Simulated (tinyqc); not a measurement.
A and C from the efficiency peak.

Problem. ABC model of an LED: J = q da (A n + Ba n^2 + Ca n^3), IQE = Ba n^2/(A n + Ba n^2 + Ca n^3), differential lifetime 1/(A + 2 Ba n + 3 Ca n^2). The peak lies at n = sqrt(A/Ca). Given Ba, find n at the peak, A and Ca.

Parameters, values chosen for the exercise: radiative coefficient of the active layer Ba = 8.3e-10 cm^3/s; thickness of the active layer da = 19 nm.

Constants: q = 1.602176634e-19 C. Results are converted to the units shown.

peak IQE = 99.907698 %
J at the peak = 154.83470 A/cm^2

Answer. IQE J = q da Ba n^2 gives n. At the peak A n = Ca n^3, each being half of the non-radiative rate Ba n^2 (1/IQE - 1).

n at the peak = 7.825e17 cm^-3
A = 3.000e5 1/s
Ca = 4.900e-31 cm^6/s

tinyqc, about 0.01 s, one thread, Intel Xeon 2.30GHz (shared host): `OMP_NUM_THREADS=1 python tinyqc.py 2300014 2300015 out.jsonl`
